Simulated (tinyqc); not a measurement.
Zener tunnelling in a reverse-biased junction, two-band WKB: one step of the calculation.

Abrupt p-n junction, depletion approximation. Energies E are counted from the conduction-band edge of the neutral n side; its Fermi level lies at dn, that of the p side at dn - V, and the valence-band edge of the neutral p side at Em = dn + dp - V. Tunnelling needs 0 < E < Em. Two-band dispersion with equal masses m: inside the gap kappa = sqrt(m u (1 - u/Eg)/C), u the distance from a band edge, C = hbar^2/(2 m0).

Problem. Fermi levels and built-in voltage. Nd = Nc F12(dn/Vt), Na = Nv F12(dp/Vt), F12(x) = (2/sqrt(pi)) int_0^infinity sqrt(u)/(1 + exp(u - x)) du; dn = EF - Ec on the n side, dp = Ev - EF on the p side (negative outside the bands); Vbi = Eg + dn + dp.

Inputs (values chosen for the exercise); band and dielectric values close to those of gallium arsenide:
```
symbol    value   unit                                     meaning
T           300      K                                 temperature
Eg         1.43     eV                                    band gap
Nc      4.32e17  cm^-3  conduction-band density of states at 300 K
Nv      9.07e18  cm^-3     valence-band density of states at 300 K
Na       2.1e19  cm^-3                            acceptor density
Nd       7.9e17  cm^-3                               donor density
```

Constants: q = 1.602176634e-19 C, kB = 1.380649e-23 J/K, Vt = kB T/q. Results are converted to the units shown.

Find: dn; dp; Vbi.

Solution.

dn = 0.03191 eV
dp = 0.04222 eV
Vbi = 1.504 V

Boltzmann statistics would give dn = 0.0156 eV and dp = 0.0217 eV. At zero bias the bands of the two sides overlap by dn + dp.

Range of the model: Parabolic densities of states, no band tails and no gap narrowing, all of which matter at such doping.

Numbers from tinyqc (`OMP_NUM_THREADS=1 python tinyqc.py 2620065 2620066 out.jsonl`; about 0.01 s on one thread of a shared Intel Xeon 2.30GHz).
